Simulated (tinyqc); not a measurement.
Adsorption as a lattice gas: isotherms with interactions, competition, desorption peaks and saturation dose. Inputs raised by 10 %, one at a time. Computed by tinyqc, a small Python program. Command: `OMP_NUM_THREADS=1 python tinyqc.py 3000061 3000062 out.jsonl adsorb sens`. One thread of a shared host (Intel(R) Xeon(R) Processor @ 2.30GHz), about 0.01 s of CPU time with the checks.

One adsorbate per site; a molecule needs 2 empty sites. Gas and surface have the same temperature.

Inputs (values chosen for the exercise, for a model surface): desorption energy E = 0.702 eV; prefactor nu = 1.5e+12 1/s; pair energy w (positive repels) = 0.022 eV; neighbours z = 3; site density N_s = 11 1/nm^2; molecular mass M = 114 u; sticking coefficient s0 = 0.0071; temperature T = 264 K; pressure p = 1.4 Pa; blocking by a second gas, K_B p_B = 7; aspect ratio a (depth over diameter) of a hole = 10.

Adsorption: dissociative (second order).

Constants: u = 1.6605390666e-27 kg; k_B = 1.380649e-23 J/K; k_B = 8.617333262e-05 eV/K.

Method:
- Flux F = p/sqrt(2 pi M k_B T); k_d = nu exp(-E/(k_B T)); 2 s0 F (1 - theta)^2 = N_s k_d theta^2, so y = sqrt(2 s0 F/(N_s k_d)), theta = y/(1 + y). With a second gas on the same sites theta = y/(1 + y + K_B p_B).
- With u = w/(k_B T). Mean field: theta/(1 - theta) = y exp(-z u theta). Quasi-chemical: theta/(1 - theta) = y [(r - 1 + 2 theta)(1 - theta)/((r + 1 - 2 theta) theta)]^(-z/2) exp(-z u/2), r = sqrt(1 - 4 theta (1 - theta)(1 - exp(-u))).
- Without desorption or interaction, 99 % coverage needs the time 99 N_s/(2 s0 F). For a round hole of aspect ratio a in molecular flow with unit sticking (Gordon), the time is N_s/(2F) x [1 + (19/4) a + (3/2) a^2]. The larger of the two times is a rough guide.

Runs:
```
input moved                                        from        to  coverage, quasi-chemical  coverage, mean field       y  time for the hole (s)
base run                                              -         -                   0.70787               0.72423  21.470               0.051346
prefactor nu (1/s)                              1.5e+12  1.65e+12                   0.70188               0.71818  20.471               0.051346
site density N_s (1/nm^2)                            11      12.1                   0.70188               0.71818  20.471               0.056480
molecular mass M (u)                                114     125.4                   0.70488               0.72121  20.964               0.053852
sticking coefficient s0                          0.0071   0.00781                   0.71383               0.73023  22.518               0.051346
temperature T (K)                                   264     290.4                   0.54396               0.54835   5.156               0.053852
pressure p (Pa)                                     1.4      1.54                   0.71383               0.73023  22.518               0.046678
aspect ratio a (depth over diameter) of a hole       10        11                   0.70787               0.72423  21.470               0.060723
```

Exponents ln(y'/y) / ln(x'/x):
```
input                                           coverage, quasi-chemical  coverage, mean field        y  time for the hole
prefactor nu                                                      -0.089                -0.088   -0.500               0.00
site density N_s                                                  -0.089                -0.088   -0.500               1.00
molecular mass M                                                  -0.044                -0.044   -0.250               0.50
sticking coefficient s0                                            0.088                 0.087    0.500               0.00
temperature T                                                     -2.764                -2.919  -14.966               0.50
pressure p                                                         0.088                 0.087    0.500              -1.00
aspect ratio a (depth over diameter) of a hole                     0.000                 0.000    0.000               1.76
```

Among the inputs moved here: coverage, quasi-chemical answers most in size to temperature T (exponent -2.764), next to prefactor nu (-0.089); its exponent is below 0.0005 for aspect ratio a (depth over diameter) of a hole. coverage, mean field answers most in size to temperature T (exponent -2.919), next to prefactor nu (-0.088); its exponent is below 0.0005 for aspect ratio a (depth over diameter) of a hole. y answers most in size to temperature T (exponent -14.966), next to prefactor nu (-0.500); its exponent is below 0.0005 for aspect ratio a (depth over diameter) of a hole. Its exponent +0.500 in pressure p: dissociative adsorption. Time for the hole answers most in size to aspect ratio a (depth over diameter) of a hole (exponent +1.760), next to site density N_s (+1.000); its exponent is below 0.0005 for prefactor nu, sticking coefficient s0. Its exponent +0.500 in molecular mass M: flux goes as M^(-1/2).

Caution (all rows): with k_d = nu exp(-E/(k_B T)) of these inputs desorption is not negligible over the time on a flat surface, so without interaction 99 % coverage is not reached.
